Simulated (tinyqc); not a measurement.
# Stillinger-Weber potential for a tetrahedral semiconductor, step by step

A worked calculation. Computed by tinyqc, a small Python program that keeps every step. Command: `OMP_NUM_THREADS=1 python tinyqc.py 3008845 3008846 out.jsonl swsi walk`. One thread of a shared host (Intel(R) Xeon(R) Processor @ 2.30GHz), about 0.05 s of CPU time with the checks. Intermediate numbers are printed to about 6 digits and carried at full precision; extremes and crossings named in words are read from the listed rows.

With x = r/sigma: pair term eps A (B x^-4 - 1) exp(1/(x - a)); for each pair of neighbours j, k of atom i, three-body term eps lambda exp(gamma/(x_ij - a) + gamma/(x_ik - a)) (cos theta_jik + 1/3)^2; both vanish beyond x = a. A = 7.049556277, B = 0.6022245584, a = 1.8.

Inputs (values chosen for the exercise, modelled on silicon): energy scale eps = 2.076 eV; length scale sigma = 2.113 angstrom; three-body strength lambda = 20.5; gamma = 1.3; bond 1 of the trimer = 2.32 angstrom; bond 2 of the trimer = 2.6 angstrom; angle of the trimer theta = 152 degrees.

displacement of one atom (angstrom): [-0.18, 0.21, 0.049]

Constants: 1 eV/angstrom^3 = 160.2176634 GPa.

## A trimer

Atom 1 binds atoms 2 and 3 at the angle theta; the third side follows from the cosine rule. Sum the three pair terms and the three-body terms centred on each atom.

distance 2-3 = 4.77434 angstrom

pair terms (eV): 1-2 -2.06243, 1-3 -1.86411, 2-3 0.00000

three-body term at atom 1 = 0.205855 eV

three-body terms at atoms 2 and 3 = 0 eV

energy of the trimer = -3.72069 eV

The cut-off is 3.803 angstrom, so atoms 2 and 3 do not interact directly.

## The diamond lattice

All angles are tetrahedral, so only the pair term acts; its minimum lies at x = 2^(1/6) with depth eps, and second neighbours lie beyond the cut-off. a0 = 4 d/sqrt3; E = -2 eps per atom.

bond length d = 2.37176 angstrom

lattice constant a0 = 5.47735 angstrom

energy per atom = -4.152 eV

## Elastic constants and internal strain

Second derivatives of the energy per atom, volume a0^3/8: e_xx gives C11, e_xx = -e_yy gives 2 (C11 - C12), e_xy = e_yx = h/2 gives the unrelaxed C44(0). Under that shear the second sublattice shifts by u_z; minimising over u_z gives C44 = C44(0) - E_hu^2/(E_uu V) and Kleinman's zeta = |E_hu/E_uu|/(a0/4). The optical force constant is k = 4 E_uu, with M omega^2 = k at the zone centre.

C11 = 128.570 GPa

C12 = 77.7029 GPa

unrelaxed C44(0) = 100.310 GPa

C44 = 41.0604 GPa

internal strain zeta = 0.710817

optical force constant k = 32.0717 eV/angstrom^2

Internal relaxation lowers C44 by 59 %. zeta = 1 would keep all bond lengths equal under shear and 0 would move atoms with the lattice; the value here is 0.71. Caution: the original fit to silicon is too soft in shear (C44) and too stiff for the optical mode.

## One atom displaced in the eight-atom cell

Cubic cell of side a0 with periodic images; atoms 1 to 4 at (0,0,0), (0,1/2,1/2), (1/2,0,1/2), (1/2,1/2,0), atoms 5 to 8 shifted by (1/4,1/4,1/4). Atom 5 is moved by u. Forces are minus the gradient of the total energy.

bond lengths from atom 5 to atoms 1 to 4 (angstrom): [2.43321, 2.12176, 2.57644, 2.39921]

rise of the pair energy = 0.571776 eV

three-body energy = 0.0992113 eV

forces (eV/angstrom), rows atom 5, atom 1, atom 2, atom 3, atom 4, columns x, y, z:
```
[[3.13733, -3.54639, -1.82504],
 [0.00061, 0.47789, 0.34599],
 [-1.96832, 1.98221, 1.97446],
 [-0.96620, 0.99903, -0.64161],
 [-0.28833, 0.18402, 0.19418]]
```

Bond bending carries 15 % of the energy rise. The four neighbours take up a total force of 5.212 against 5.074 eV/angstrom on atom 5; the difference acts on atoms 6 to 8.

## Diamond against structures with more neighbours

Each structure is relaxed in its neighbour distance d (lowest minimum for d between sigma and 1.7 sigma), with all neighbours inside the cut-off, second shells too where they fall inside.

Energies per atom (eV):
```
structure     first neighbours  d (angstrom)      pair  three-body     total  volume (angstrom^3)
diamond                      4       2.37176  -4.15200     0.00000  -4.15200              20.5410
simple cubic                 6       2.57627  -5.70862     1.29013  -4.41850              17.0992
bcc                          8       2.74812  -7.59411     2.53785  -5.05626              15.9767
fcc                         12       2.86917  -7.52651     2.53594  -4.99057              16.7015
```

The order is bcc < fcc < simple cubic < diamond, the lowest two 0.066 eV apart. Against diamond the pair energy changes by -1.56 (simple cubic), -3.44 (bcc), -3.37 (fcc) eV, while angles away from 109.47 degrees cost 1.29, 2.54, 2.54 eV; the bonds stretch to 2.87 angstrom in fcc to weaken that penalty. With lambda = 20.5 and gamma = 1.3 (21 and 1.2 in the original fit to silicon) the three-body term, which a larger gamma damps, does not keep diamond lowest, unlike the element itself.

Checks made by the program: lattice sum at a0 (relative difference below 1e-10); B from the pair term alone, phi''(d)/(3 a0), against (C11 + 2 C12)/3 (relative difference 5e-07).
